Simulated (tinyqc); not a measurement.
Tunnelling through a two-layer gate stack, WKB transmission and Tsu-Esaki current: one step of the calculation.

Electrons leave the emitter at x = 0. Energies E (motion across the layers) are in eV from the emitter Fermi level; the collector Fermi level lies at -V and offers states at every E. No charge in the dielectric and no image force: F1 = V/(t1 + t2 eps1/eps2), F2 = F1 eps1/eps2; U = phi1 - F1 x in layer 1 and phi2 - F1 t1 - F2 (x - t1) in layer 2. With C = hbar^2/(2 m0), kappa = sqrt(m (U - E)/C) where U > E and 0 elsewhere; T(E) = exp(-S), S = 2 times the integral of kappa over x.

Question. Current density on a coarse energy grid. Each layer adds (2/F) sqrt(m/C) [G(u at its left edge) - G(u at its right edge)] to S, with u = U - E (0 where negative) and G(u) = (2/3) u^1.5. The slope follows from 1/d = -dS/dE.

J = J0 times the integral of T(E) N(E) dE, N = ln[(1 + exp(-E/Vt))/(1 + exp((-E - V)/Vt))], J0 = q^2 me m0 kB T/(2 pi^2 hbar^3) (times 1e-4 for A/cm^2 per eV), by Simpson's rule on nE equally spaced points from Ea to Eb.

Inputs (values chosen for the exercise); layer 1 close to silicon dioxide, layer 2 close to hafnium oxide:
```
symbol  value  unit                                                        meaning
T         300     K                                                    temperature
Ef       0.33    eV              Fermi energy of the emitter above its band bottom
me        0.2    m0                            emitter mass in the supply function
phi1     3.24    eV  barrier of layer 1 above the emitter Fermi level at zero bias
m1       0.49    m0                                     tunnelling mass of layer 1
t1        0.8    nm                                           thickness of layer 1
eps1     3.87                                     relative permittivity of layer 1
phi2     1.53    eV                                barrier of layer 2 at zero bias
m2       0.19    m0                                     tunnelling mass of layer 2
t2        3.2    nm                                           thickness of layer 2
eps2     22.9                                     relative permittivity of layer 2
V         1.4     V                                  voltage across the dielectric
Ea      -0.33    eV                                   lower end of the energy grid
Eb       0.36    eV                                   upper end of the energy grid
nE         13                                            points of the energy grid
```

Constants: q = 1.602176634e-19 C, kB = 1.380649e-23 J/K, hbar = 1.054571817e-34 J s, m0 = 9.1093837015e-31 kg, Vt = kB T/q, hbar^2/(2 m0) = 0.0380998212 eV nm^2. Results are converted to the units shown.

Give: E; T(E); N; T(E) N; J0; J.

Answer.

| point | E (eV) | T(E) | N | T(E) N |
|---|---|---|---|---|
| 0 | -0.33000 | 1.8371e-10 | 12.765 | 2.3450e-9 |
| 1 | -0.27250 | 3.3152e-10 | 10.541 | 3.4944e-9 |
| 2 | -0.21500 | 6.1300e-10 | 8.3168 | 5.0982e-9 |
| 3 | -0.15750 | 1.1661e-9 | 6.0946 | 7.1072e-9 |
| 4 | -0.10000 | 2.2947e-9 | 3.8889 | 8.9238e-9 |
| 5 | -0.04250 | 4.7073e-9 | 1.8206 | 8.5703e-9 |
| 6 | 0.01500 | 1.0189e-8 | 0.44454 | 4.5296e-9 |
| 7 | 0.07250 | 2.3790e-8 | 0.058780 | 1.3984e-9 |
| 8 | 0.13000 | 6.3939e-8 | 0.0065265 | 4.1730e-10 |
| 9 | 0.18750 | 2.0533e-7 | 7.0792e-4 | 1.4536e-10 |
| 10 | 0.24500 | 6.2242e-7 | 7.6589e-5 | 4.7671e-11 |
| 11 | 0.30250 | 1.7746e-6 | 8.2837e-6 | 1.4700e-11 |
| 12 | 0.36000 | 4.7379e-6 | 8.9591e-7 | 4.2447e-12 |

J0 = 8.3673e7 A/(cm^2 eV)
J = 0.19775 A/cm^2

The integrand peaks at E = -0.100 eV among these points.

Range of the model: The field of 10.4 MV/cm is more than most gate dielectrics sustain; the model ignores breakdown.

Numbers from tinyqc (`OMP_NUM_THREADS=1 python tinyqc.py 2540069 2540070 out.jsonl`; about 0.02 s on one thread of a shared Intel Xeon 2.30GHz).
